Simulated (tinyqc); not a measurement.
Drifting, spreading and decaying minority pulse (Haynes-Shockley), explicit time steps: two steps of the calculation.

Low injection in a uniform field: dn/dt = D d2n/dx2 - v dn/dx - n/tau with D = mu Vt and v = mu F towards +x. Exact solution on an infinite bar for a Gaussian start at x0: n = N0 exp(-t/tau) exp(-(x - x0 - v t)^2/(2 s^2))/sqrt(2 pi s^2), s^2 = s0^2 + 2 D t.

Values chosen for this exercise; mobility close to that of gallium arsenide at room temperature:

| symbol | value | unit | meaning |
|---|---|---|---|
| T | 300 | K | temperature |
| mu | 7870 | cm^2/(V s) | minority-carrier mobility |
| F | 49 | V/cm | sweep field along the drift |
| hx | 2.7 | um | mesh step |
| tau | 5.3e-9 | s | lifetime |
| dt | 1.2e-10 | s | time step |

Constants: q = 1.602176634e-19 C, kB = 1.380649e-23 J/K, Vt = kB T/q. Results are converted to the units shown.

Question 1. Coefficients of the scheme. Exponentially fitted fluxes: d = F hx/Vt, B(d) = d/(exp(d) - 1), k = D dt/hx^2; (L n)_i = a n_(i-1) + b n_i + c n_(i+1) with a = k B(-d), c = k B(d), b = -a - c - dt/tau. Explicit steps keep n positive for dt up to 1/[(D/hx^2)(B(d) + B(-d)) + 1/tau].

Find: D; v; d; a; b; c; positivity limit of dt.

Answer 1.

D = 203.46 cm^2/s
v = 3.8563e5 cm/s
d = 0.51176
a = 0.42788
b = -0.70701
c = 0.25649
positivity limit of dt = 1.6973e-10 s

Question 2. Densities after a time step. (L n)_i = a n_(i-1) + b n_i + c n_(i+1), n = 0 beyond the ends. Explicit step: n(new) = n + L n.

a = 0.42787884
b = -0.70700808
c = 0.25648773

| node | n at t = 0 (1e13 cm^-3) |
|---|---|
| 1 | 0.2118346 |
| 2 | 1.4113021 |
| 3 | 4.4034572 |
| 4 | 6.4345529 |
| 5 | 4.4034572 |
| 6 | 1.4113021 |
| 7 | 0.2118346 |
| 8 | 0.0148910 |
| 9 | 0.0004902 |
| 10 | 0.0000076 |

Wanted: n at t = 1 dt.

Answer 2.

| node | n at t = 1 dt (1e13 cm^-3) |
|---|---|
| 1 | 0.424 |
| 2 | 1.634 |
| 3 | 3.544 |
| 4 | 4.899 |
| 5 | 4.405 |
| 6 | 2.352 |
| 7 | 0.670 |
| 8 | 0.095 |
| 9 | 0.007 |
| 10 | 0.000 |

tinyqc, about 0.01 s, one thread, Intel Xeon 2.30GHz (shared host): `OMP_NUM_THREADS=1 python tinyqc.py 2310001 2310002 out.jsonl`
